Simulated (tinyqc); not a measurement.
Polarisation charge from two barrier thicknesses.

Problem. Voff = phiB - dEc - q sigma d/(eps0 eb). Find sigma, phiB - dEc and the thickness at which Voff = 0.

Constants: q = 1.602176634e-19 C, eps0 = 8.8541878128e-14 F/cm where lengths are in cm. Results are converted to the units shown.

Voff at d = 15 and 30 nm (V): -5.9400401  -12.595080
eb = 9.354

Solution. Voff is a straight line in d: its slope is -q sigma/(eps0 eb) and its intercept phiB - dEc.

sigma = 2.29e13 cm^-2
phiB - dEc = 0.715 V
thickness for Voff = 0 = 1.61 nm

Computed by the program tinyqc: `OMP_NUM_THREADS=1 python tinyqc.py 2180166 2180167 out.jsonl`, one thread of a shared Intel Xeon 2.30GHz, about 0.01 s for the whole run.
